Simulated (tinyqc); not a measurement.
Biaxial strain splits the top of the valence band: sp3s* tight binding, strained.

sp3s* tight binding, nearest neighbours only: anion (a) at 0, cation (c) at a/4 (1,1,1), orbitals s, px, py, pz, s* on each; k in units of 2 pi/a. With phases e_j = exp(i (pi/2) k.n_j) for n = (1,1,1), (1,-1,-1), (-1,1,-1), (-1,-1,1): g0 = (e1+e2+e3+e4)/4, g1 = (e1+e2-e3-e4)/4, g2 = (e1-e2+e3-e4)/4, g3 = (e1-e2-e3+e4)/4. The diagonal holds the levels Esa, Epa, Exa (s*) and Esc, Epc, Exc. Anion-cation block: <sa|sc> = Vss g0; <sa|xc> = Vsapc g1; <xa|sc> = -Vscpa g1; <xa|xc> = Vxx g0; <xa|yc> = <ya|xc> = Vxy g3, <xa|zc> = <za|xc> = Vxy g2, <ya|zc> = <za|yc> = Vxy g1; <s*a|xc> = Vxapc g1; <xa|s*c> = -Vpaxc g1; y and z take g2 and g3 in place of g1; s-s* and s*-s* vanish.

Strain e moves each bond vector to d = (1 + e) d0 (no internal displacement for the diagonal strains used here) and k is given in fractions of the strained reciprocal cell, so the phases stay. Two-centre values Vss_sigma = Vss/4, Vsp_sigma = sqrt3 V/4 for each s-p and s*-p pair, Vpp_sigma = (Vxx + 2 Vxy)/4, Vpp_pi = (Vxx - Vxy)/4 are scaled by (d0/d)^eta and combined with the new direction cosines; the levels on the diagonal stay.

Inputs chosen for the exercise (near a published set for Ge, fitted to gaps, whose masses and valley positions are rough; the results hold for these values, not for the real material): Esa = -5.959 eV (s level of the anion); Epa = 1.614 eV (p level of the anion); Esc = -5.959 eV (s level of the cation); Epc = 1.614 eV (p level of the cation); Exa = 6.438 eV (s* level of the anion); Exc = 6.438 eV (s* level of the cation); Vss = -6.867 eV (s-s); Vxx = 1.627 eV (px-px); Vxy = 4.862 eV (px-py); Vsapc = 5.409 eV (s anion, p cation); Vscpa = 5.409 eV (s cation, p anion); Vxapc = 5.18 eV (s* anion, p cation); Vpaxc = 5.18 eV (p anion, s* cation); eta = 1.8 (scaling exponent); D001 = 0.75 (ratio -ezz/exx).

No spin-orbit coupling; k = 0; exx = eyy = e, ezz = -D001 e. The four bonds keep equal lengths, and the sums over them give Vxx(e) for px and py and Vzz(e) for pz; each level is the lower root of [[Epa, V], [V, Epc]], and the s level the upper root of the s block. The shear potential b follows from E(x,y) - E(z) = 3 b (exx - ezz), taken as the slope between e = -0.005 and 0.005.

Couplings and levels at Gamma (eV):
```
e           ezz  Vxx(e)  Vzz(e)   E(x,y)     E(z)  E(x,y) - E(z) (meV)  upper s level
-0.020   0.0150  1.5345  1.8848   0.0795  -0.2708                350.3         1.0105
-0.010   0.0075  1.5816  1.7543   0.0324  -0.1403                172.7         0.9594
-0.005   0.0037  1.6045  1.6902   0.0095  -0.0762                 85.7         0.9337
0.005   -0.0037  1.6490  1.5646  -0.0350   0.0494                -84.5         0.8822
0.010   -0.0075  1.6707  1.5030  -0.0567   0.1110               -167.7         0.8564
0.020   -0.0150  1.7126  1.3822  -0.0986   0.2318               -330.4         0.8046
```

b = -3.241 eV

What can be read from this table?

Under tension in the plane (e > 0) the bonds tilt towards the plane, Vxx grows to 1.6707 and Vzz falls to 1.5030 eV at e = 0.01, and the pz state forms the top of the valence band, by 167.7 meV; under compression (e = -0.01) the px, py pair does, by 172.7 meV. The slope gives b = -3.24 eV, a rough value, since on-site strain terms are left out (measured values lie near -2 eV).

(tinyqc, `OMP_NUM_THREADS=1 python tinyqc.py 1450991 1450992 out.jsonl`, Intel(R) Xeon(R) Processor @ 2.30GHz, 1 thread, shared host, about 0.1 s.)
